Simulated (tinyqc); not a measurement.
LDA (VWN5) atom on a uniform radial grid, spin-unpolarised, for B+, step by step. Computed by tinyqc, a small Python program that keeps every step. Settings: Z = 5, points = 192, R = 8.4, functional = lda,vwn, mixing = 0.6, iteration cap = 79. Command: `OMP_NUM_THREADS=1 python tinyqc.py 29715 29716 out.jsonl` (the two numbers bound the seeds that draw the settings). One thread of a shared host (Intel(R) Xeon(R) Processor @ 2.60GHz), about 0.2 s of CPU time with the checks. Later iterations appear only in the table of the cycle.

## Iteration 1

Spherical atom on a uniform radial grid r_j = j h with h = R/(N + 1), h sum u^2 = 1 and integrals as h times sums, u(0) = u(R) = 0 (atomic units):
```
parameter           value
Z                       5
points N              192
R                8.400000
h                0.043523
mixing           0.600000
electrons in 1s         2
electrons in 2s         2
```

Three-point differences turn -u''/2 + [l(l+1)/2r^2 - Z/r + V] u = e u into a tridiagonal matrix (diagonal 1/h^2 + potential, off-diagonal -1/2h^2). D = sum f u^2; the Hartree potential y/r solves y'' = -D/r with y(0) = 0, y(R) = N_e; v_xc comes from rho = D/(4 pi r^2); E = sum f e - int D V + int D (V_H/2 + eps_xc); V(new) = V + mixing (V_H + v_xc - V).

eigenvalues (hartree): 1s -12.3554, 2s -3.1158

Every 12th grid point:
```
r         V in     u(1s)      u(2s)         D     V_H       v_xc
0.5223  0.0000    0.8650    -0.3353    1.7213  5.6421    -0.8567
1.0446  0.0000    0.1296    -0.9757    1.9376  3.5222    -0.5765
1.5668  0.0000    0.0146    -0.7210    1.0400  2.5109    -0.3706
2.0891  0.0000    0.0015    -0.3783    0.2862  1.9096    -0.2104
2.6114  0.0000  1.36e-04    -0.1682    0.0566  1.5312    -0.1133
3.1337  0.0000  1.23e-05    -0.0678    0.0092  1.2764    -0.0591
3.6560  0.0000  1.07e-06    -0.0256    0.0013  1.0941    -0.0299
4.1782  0.0000  9.18e-08    -0.0092  1.70e-04  0.9573    -0.0147
4.7005  0.0000  7.73e-09    -0.0032  2.06e-05  0.8510    -0.0071
5.2228  0.0000  6.44e-10    -0.0011  2.36e-06  0.7659    -0.0033
5.7451  0.0000  5.31e-11  -3.60e-04  2.59e-07  0.6962    -0.0015
6.2674  0.0000         0  -1.17e-04  2.74e-08  0.6382    -0.0007
6.7896  0.0000         0  -3.75e-05  2.81e-09  0.5891  -3.11e-04
7.3119  0.0000         0  -1.18e-05  2.78e-10  0.5471  -1.38e-04
7.8342  0.0000         0  -3.42e-06  2.34e-11  0.5106  -5.80e-05
8.3565  0.0000         0  -2.05e-07         0  0.4787     0.0000
```

total energy = -22.872397 hartree

## Iteration 2

As before.

eigenvalues (hartree): 1s -8.5613, 2s -1.4501

Every 12th grid point:
```
r         V in     u(1s)      u(2s)         D     V_H       v_xc
0.5223  2.8712    0.9220    -0.1586    1.7504  5.2714    -0.8613
1.0446  1.7674    0.1795    -0.8082    1.3707  3.3144    -0.5178
1.5668  1.2841    0.0277    -0.8012    1.2853  2.4365    -0.3955
2.0891  1.0196    0.0039    -0.5699    0.6496  1.8898    -0.2695
2.6114  0.8508    0.0005    -0.3481    0.2424  1.5267    -0.1750
3.1337  0.7304  6.78e-05    -0.1950    0.0760  1.2755    -0.1109
3.6560  0.6385  8.64e-06    -0.1033    0.0213  1.0939    -0.0693
4.1782  0.5656  1.09e-06    -0.0527    0.0055  0.9573    -0.0427
4.7005  0.5063  1.35e-07    -0.0261    0.0014  0.8510    -0.0260
5.2228  0.4575  1.67e-08    -0.0127  3.22e-04  0.7659    -0.0156
5.7451  0.4168  2.04e-09    -0.0061  7.33e-05  0.6962    -0.0093
6.2674  0.3825  2.49e-10    -0.0028  1.62e-05  0.6382    -0.0055
6.7896  0.3533  3.02e-11    -0.0013  3.48e-06  0.5891    -0.0032
7.3119  0.3281         0    -0.0006  6.95e-07  0.5471    -0.0018
7.8342  0.3063         0  -2.29e-04  1.05e-07  0.5106    -0.0009
8.3565  0.2872         0  -1.57e-05  4.93e-10  0.4787  -1.52e-04
```

total energy = -23.640641 hartree

## Convergence

Stop when input and output potentials agree to 1e-7.

Course of the cycle (hartree):
```
iteration           E     e(1s)    e(2s)  largest |V(out) - V(in)|
1          -22.872397  -12.3554  -3.1158                  8.35e+00
2          -23.640641   -8.5613  -1.4501                  2.44e+00
3          -23.741180   -7.3934  -0.9436                  6.68e-01
4          -23.751533   -7.0552  -0.7852                  1.78e-01
5          -23.752466   -6.9616  -0.7348                  4.76e-02
6          -23.752547   -6.9364  -0.7184                  1.28e-02
7          -23.752555   -6.9298  -0.7130                  4.15e-03
8          -23.752555   -6.9281  -0.7111                  1.41e-03
9          -23.752555   -6.9277  -0.7105                  4.88e-04
10         -23.752555   -6.9276  -0.7103                  1.72e-04
11         -23.752555   -6.9276  -0.7102                  6.78e-05
12         -23.752555   -6.9276  -0.7102                  2.90e-05
13         -23.752555   -6.9276  -0.7101                  1.20e-05
14         -23.752555   -6.9276  -0.7101                  4.86e-06
15         -23.752555   -6.9276  -0.7101                  1.95e-06
16         -23.752555   -6.9276  -0.7101                  7.81e-07
17         -23.752555   -6.9276  -0.7101                  3.12e-07
18         -23.752555   -6.9276  -0.7101                  1.24e-07
19         -23.752555   -6.9276  -0.7101                  4.97e-08
```

Converged in 19 iterations. A uniform grid resolves the cusp poorly: for a bare nucleus this grid gives 1s at -12.35541 against -Z^2/2 = -12.5 hartree. Before convergence this energy mixes input and output and is not variational, so it may rise towards its limit.
